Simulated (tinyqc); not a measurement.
Inside a calculation: Slater-Koster d bands of an fcc metal. Values are carried at full precision from step to step, so a last printed digit may differ when a step is redone from the rounded ones.

Slater-Koster d bands. For a bond with direction cosines (l, m, n) the 5 x 5 block is dds Ps + ddp Pp + ddd (1 - Ps - Pp), the projectors on sigma, pi and delta states about the bond; for instance <xy|xy> = 3 l^2 m^2 dds + (l^2 + m^2 - 4 l^2 m^2) ddp + (n^2 + l^2 m^2) ddd, <xy|yz> = 3 l m^2 n dds + l n (1 - 4 m^2) ddp + l n (m^2 - 1) ddd and <3z2-r2|3z2-r2> = (n^2 - (l^2 + m^2)/2)^2 dds + 3 n^2 (l^2 + m^2) ddp + (3/4)(l^2 + m^2)^2 ddd. H(k) sums the blocks times cos(k.R) over the neighbours; the d level is the zero of energy; k in 2 pi/a.

Values chosen for the exercise (of the size met in Ru; not measured data):
```
symbol  value               unit    meaning
dds     -1.035              eV      dd sigma
ddp     0.476               eV      dd pi
ddd     -0.155              eV      dd delta
Es      5.2                 eV      s level
sss     -1.16               eV      ss sigma
sds     -0.37               eV      sd sigma
k       (0.66, 0.49, 0.22)  2 pi/a  wave vector
Nd      7                           d electrons per atom
```

## The block of one bond

Direction (1,1,0)/sqrt2; its eigenvalues must be dds once, ddp twice and ddd twice.

block (eV), lower triangle:
```
             xy      yz      zx   x2-y2   3z2-r2
xy      -0.8150
yz            0  0.1605
zx            0  0.3155  0.1605
x2-y2         0       0       0  0.4760
3z2-r2   0.3811       0       0       0  -0.3750
```

## Levels at Gamma

Neighbours: twelve at (a/2)(1,1,0) and equivalents.

Summing the blocks at k = 0 gives E(t2g) = 3 dds + 4 ddp + 5 ddd, E(eg) = 1.5 dds + 6 ddp + 4.5 ddd.

levels (eV): t2g (threefold) -1.9760, eg (twofold) 0.6060

The t2g level lies lower, by 2.5820 eV.

## The Hamiltonian at one k

An s orbital at Es couples to nearest neighbours alone: <s|s> = sss, <s|xy> = sqrt3 l m sds (cyclic), <s|x2-y2> = (sqrt3/2)(l^2 - m^2) sds, <s|3z2-r2> = (n^2 - (l^2 + m^2)/2) sds.

Sum over the neighbours.

H(k) (eV), lower triangle:
```
             s       xy       yz      zx   x2-y2   3z2-r2
s       6.8803
xy      1.1226  -0.1734
yz      0.8166  -0.7049  -0.3269
zx      0.7159  -0.8040  -1.1054  1.2159
x2-y2   0.2534        0  -0.8410  0.7373  0.1964
3z2-r2  0.1172  -1.3350   0.4855  0.4257  0.5828  -0.3427
```

## Levels and character

Diagonalise H; t2g is xy, yz, zx and eg the other two.

levels (eV): -1.9934  -1.6340  -0.0399  1.4263  2.5190  7.1715

weights:
```
     band 1  band 2  band 3  band 4  band 5  band 6
s     0.028   0.002   0.000   0.002   0.001   0.967
t2g   0.863   0.392   0.280   0.688   0.746   0.032
eg    0.109   0.606   0.720   0.310   0.254   0.001
```

## Levels at points of symmetry

Coordinates: G (0, 0, 0), X (1, 0, 0), W (1, 0.5, 0), L (0.5, 0.5, 0.5), K (0.75, 0.75, 0); the others lie half way.

Levels (eV):
```
k        band 1  band 2  band 3  band 4  band 5  band 6
G        -8.720  -1.976  -1.976  -1.976   0.606   0.606
G-X 0.5  -3.260  -1.738   0.642   0.642   0.798   1.904
X        -4.544  -3.767   3.202   3.260   3.260  10.001
W        -1.904  -0.642  -0.642   1.435   3.260   9.905
L        -3.117  -1.340  -1.340   2.602   2.602   5.793
L-G 0.5  -3.142  -1.017  -1.017  -0.868   0.963   0.963
K        -3.254  -1.619   1.541   1.870   2.803   9.538
```

On these points the bands run from -8.720 (G) to 10.001 eV (X).

## Second moment and the rectangular band

mu2 = z (dds^2 + 2 ddp^2 + 2 ddd^2)/5 per orbital, with z = 12. A rectangular band with the same mu2 has width W = sqrt(12 mu2), Fermi level W (Nd/10 - 1/2) and bond energy -W Nd (10 - Nd)/20 (Friedel).

mu2 = 3.7738 eV^2
W = 6.7295 eV
Fermi level = 1.3459 eV
bond energy per atom = -7.0660 eV

The bond energy is the attractive part alone; the repulsion between atoms, left out, cancels a large share of it in the cohesive energy.

## Checks

- Levels at Gamma from the formulas against H(0): they agree to 1e-10 or better.
- Second moment from the formula against the mean square level on the mesh: both 3.77382.

Computed by tinyqc, a small Python program: `OMP_NUM_THREADS=1 python tinyqc.py 1480922 1480923 out.jsonl` (the numbers bound the seed that draws the inputs); one thread of a shared host (Intel(R) Xeon(R) Processor @ 2.30GHz), about 0.03 s for the whole set of steps.
